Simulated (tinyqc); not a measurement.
Stress in a transistor channel from embedded alloy regions, liners and fins, by half-space elasticity: one step, computed by the program tinyqc. Command: `OMP_NUM_THREADS=1 python tinyqc.py 3020340 3020341 out.jsonl stressor walk`. One thread of a shared host (Intel(R) Xeon(R) Processor @ 2.30GHz), about 0.01 s of CPU time with the checks.

Plane strain in an isotropic half-space, the same constants everywhere; x along the channel from its centre, y downwards from the free surface; stress is positive in tension.

Problem. Mobility change, linear estimate. d mu/mu = -(pi_L s_xx + pi_z s_yy) for the embedded regions alone; the stress across the width is left out.

Inputs (values chosen for the exercise, modelled on silicon): longitudinal piezoresistance coefficient = 68.6 1e-11/Pa; vertical piezoresistance coefficient = -1.1 1e-11/Pa.

Stressor: Si(1-x)Ge(x) source and drain.

s_xx = -4705.931 MPa

s_yy = 11.47163 MPa

Give: mobility change.

Solution.

mobility change = 322.8 %

The vertical stress supplies 0.013 of these points. Caution: at such misfit the regions may relax by dislocations, and linear elasticity is rough. Caution: beyond a few hundred MPa bulk piezoresistance coefficients no longer describe an inversion layer well.
